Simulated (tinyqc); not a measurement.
Gate sheet resistance from two finger widths.

Inverse problem. At low frequency R = Rsh Wf/(3 L) + B/Wf, where B collects the channel and vertical terms. Find Rsh, B and the width of lowest R.

Inputs (values chosen for the exercise):
```
symbol  value  unit         meaning
L        0.38    um  channel length
```

input resistance of single fingers, contacted at one end, of width 1.9 and 10 um (ohm): 68.491228  40.070175

Answer. R Wf is a straight line in Wf^2; the minimum of R lies where both terms are equal.

Rsh = 3.200 ohm/square
B = 120.0 ohm um
width of lowest R = 6.538 um

Numbers from tinyqc (`OMP_NUM_THREADS=1 python tinyqc.py 2262215 2262216 out.jsonl`; about 0.01 s on one thread of a shared Intel Xeon 2.30GHz).
